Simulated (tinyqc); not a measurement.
# Gain factor and gap resistance from two string resistances

Inverse problem. At small bit-line voltage each of the 96 cells has the resistance 1/(K x) at overdrive x (no mobility reduction) in series with a gap resistance Rg. Find K, Rg and the share of the gaps at the higher overdrive.

resistance of a string of 96 equal cells at overdrives of 4.4 and 7.9 V (kohm): 4892.6434  3405.5229

Solution. The resistance per cell is a straight line in 1/x with slope 1/K and intercept Rg.

K = 6.500 uA/V^2
Rg = 16.00 kohm
share of the gaps = 45.10 %

Computed by the program tinyqc: `OMP_NUM_THREADS=1 python tinyqc.py 2142053 2142054 out.jsonl`, one thread of a shared Intel Xeon 2.30GHz, about 0.5 s for the whole run.
